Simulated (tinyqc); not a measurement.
A log to judge: one anharmonic mode: perturbation theory, self-consistent phonons and exact levels. Computed by tinyqc. Command: `OMP_NUM_THREADS=1 python tinyqc.py 3025342 3025343 out.jsonl scp walk`. One thread of a shared host (Intel(R) Xeon(R) Processor @ 2.30GHz), about 0.06 s of CPU time with the checks.

V(x) = k x^2/2 + b x^4 for one coordinate x of mass M. A constant K > 0 gives hbar Omega = sqrt((hbar^2/u) K/M) with K in eV/angstrom^2 and M in u.

Inputs (values chosen for the exercise, for a model mode):
```
quantity             value           unit
mode mass M            105              u
harmonic constant k   1.99  eV/angstrom^2
quartic constant b    45.1  eV/angstrom^4
temperature T           82              K
mixing                0.03              -
```

Shape: single well.

Constants: hbar^2/u = 4.18015928e-03 eV angstrom^2; k_B = 8.617333262e-05 eV/K.

Method. Self-consistent phonon, centred at x = 0: K = k + 12 b <x^2>, <x^2> = (hbar Omega/(2K)) coth(hbar Omega/(2 k_B T)). Start at K = |k|; K(new) = K + mixing x (K_out - K), but at least K/20; stop when |K_out - K| < 1e-9 |k| or after 90 steps.

Iterations:
```
step  K (eV/angstrom^2)  hbar Omega (meV)    K_out  K_out - K
0               1.99000            8.9008  4.15934    2.16934
1               2.05508            9.0452  4.09828    2.04320
2               2.11638            9.1791  4.04420    1.92782
3               2.17421            9.3036  3.99595    1.82174
4               2.22886            9.4198  3.95265    1.72379
5               2.28058            9.5285  3.91358    1.63301
6               2.32957            9.6303  3.87817    1.54860
7               2.37602            9.7258  3.84593    1.46990
8               2.42012            9.8157  3.81646    1.39634
...                 ...               ...      ...        ...
81              3.32483           11.5050  3.38374    0.05890
82              3.32660           11.5081  3.38312    0.05652
83              3.32829           11.5110  3.38253    0.05423
84              3.32992           11.5138  3.38196    0.05204
85              3.33148           11.5165  3.38142    0.04994
86              3.33298           11.5191  3.38090    0.04792
87              3.33442           11.5216  3.38040    0.04598
88              3.33580           11.5240  3.37992    0.04412
89              3.33712           11.5262  3.37946    0.04234
```

Can the last value be used, and what does the course show?

No. Not converged: the residual falls at every step, but slowly, by a factor of about 0.960 a step. K_out falls when K rises, so the cycle is stable, but so small a mixing crawls: the residual keeps its sign. Reruns converge with mixing = 0.4; or with mixing = 0.2. Reruns still fail with mixing = 0.1.
